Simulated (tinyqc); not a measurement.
# Resistance of a tapered via with liner, size effect and interface: what changes with what

A round via whose diameter grows from db at the bottom as D(z) = db + 2 z/tan(ang). The fill, of diameter D - 2 tl, starts above the bottom liner (thickness fb tl) and has rho = rho0 (1 + ks lam/(D - 2 tl)); the sidewall liner conducts in parallel with it. The bottom liner and the interface are crossed over the full area pi db^2/4. Spreading in the lines above and below is left out.

Inputs (values chosen for the exercise); fill metal close to cobalt: diameter at the bottom db = 59 nm; height hv = 140 nm; sidewall angle ang = 85 degrees; bulk resistivity of the fill rho0 = 6.03 uohm cm; mean free path of the fill lam = 11.8 nm; size-effect factor ks = 1.6; liner on the sidewall tl = 1.7 nm; liner at the bottom over that on the sidewall fb = 1; resistivity of the liner rl = 390 uohm cm; interface resistivity at the bottom ri = 6.3e-12 ohm cm^2; ballistic conductance per area, about 3/(4 rho0 lam) Sb = 1e15 S/m^2; bulk resistivity of the second fill (close to tungsten) rho2 = 5.45 uohm cm; its mean free path lam2 = 15.3 nm; its liner tl2 = 2.6 nm.

Each table varies one quantity; the others keep the values above.

## Via resistance against the diameter at the bottom

Slices between z0 = fb tl and hv, evaluated at their midpoints: conductance per length pi/4 [(D - 2 tl)^2/rho + (D^2 - (D - 2 tl)^2)/rl], slice resistance = slice height over that. 2000 slices. R_fill = sum of the slices; R_bottom = rl fb tl/(pi db^2/4); R_interface = ri/(pi db^2/4); ballistic (Sharvin) limit 1/(Sb pi (db - 2 tl)^2/4); ideal cylinder rho0 hv/(pi db^2/4).

Via resistance against the diameter at the bottom:
columns A: db (nm); B: R_fill (ohm); C: R_bottom (ohm); D: R_interface (ohm); E: R (ohm); F: ballistic limit (ohm); G: R over ideal cylinder; H: largest part
```
A         B       C        D       E        F       G     H
6    525.34  234.49   22.282  782.11   188.35  2.6195  fill
8.3  205.77  122.54   11.644  339.95   53.030  2.1788  fill
11   101.40  69.765   6.6293  177.79   22.044  2.0014  fill
16   43.511  32.975   3.1334  79.619   8.0199  1.8963  fill
22   22.234  17.441   1.6573  41.333   3.6803  1.8612  fill
30   11.806  9.3795  0.89127  22.077   1.7995  1.8485  fill
42   6.0044  4.7855  0.45473  11.245  0.85455  1.8454  fill
58   3.1509  2.5094  0.23845  5.8987  0.42710  1.8461  fill
80   1.6586  1.3190  0.12533  3.1029  0.21700  1.8475  fill
```

What does the comparison show?

R falls from 782 to 3.10 ohm. The fill is the largest part at db = 6 and in all other rows. R goes as db^(-2.57) between the first two rows and db^(-2.00) between the last two; area alone gives -2.

## Via resistance against the interface resistivity at the bottom

Same model as above.

2000 slices.

The same in every row: R_fill (ohm) = 3.045; R_bottom (ohm) = 2.425; ballistic limit (ohm) = 0.4119.

Results:
```
ri (ohm cm^2)  R_interface (ohm)  R (ohm)  R over ideal cylinder  largest part
2e-13                   0.007315    5.478                  1.774          fill
5e-13                    0.01829    5.489                  1.777          fill
1e-12                    0.03658    5.507                  1.783          fill
2e-12                    0.07315    5.543                  1.795          fill
6e-12                     0.2195    5.690                  1.843          fill
3e-11                      1.097    6.568                  2.127          fill
```

Estimate the missing row, ri = 1e-11 ohm cm^2.

Computed row:
```
ri (ohm cm^2)  R_interface (ohm)  R (ohm)  R over ideal cylinder  largest part
1e-11                     0.3658    5.836                  1.890          fill
```

With this row back in the table: R rises from 5.48 to 6.57 ohm. The fill is the largest part at ri = 2e-13 and in all other rows. The share of the two bottom terms goes from 44.4 to 53.6 %.

## Two fill metals against the diameter

2000 slices. R_fill = sum of the slices; R_bottom = rl fb tl/(pi db^2/4); R_interface = ri/(pi db^2/4). The second fill has rho2, lam2 and tl2 in place of rho0, lam and tl.

Result of one run:
```
db (nm)  R, first fill (ohm)  R, second fill (ohm)  ratio second/first
49                     8.262                 10.28               1.245
```

What becomes of these results when the diameter at the bottom db is changed from 49 to 12 nm, all else the same?

Result of the changed run:
```
db (nm)  R, first fill (ohm)  R, second fill (ohm)  ratio second/first
12                     146.9                 217.3               1.480
```

The whole series:
```
db (nm)  R, first fill (ohm)  R, second fill (ohm)  ratio second/first
8.5                    321.1                 544.4               1.695
12                     146.9                 217.3               1.480
17                     70.18                 96.34               1.373
24                     34.64                 45.48               1.313
35                     16.20                 20.59               1.271
49                     8.262                 10.28               1.245
70                     4.051                 4.960               1.224
100                    1.987                 2.402               1.209
```

The ratio goes from 1.70 to 1.21. The first fill gives the lower R in every row.

Computed by the program tinyqc: `OMP_NUM_THREADS=1 python tinyqc.py 2750110 2750111 out.jsonl`, one thread of a shared Intel Xeon 2.30GHz, about 0.01 s for the whole run.
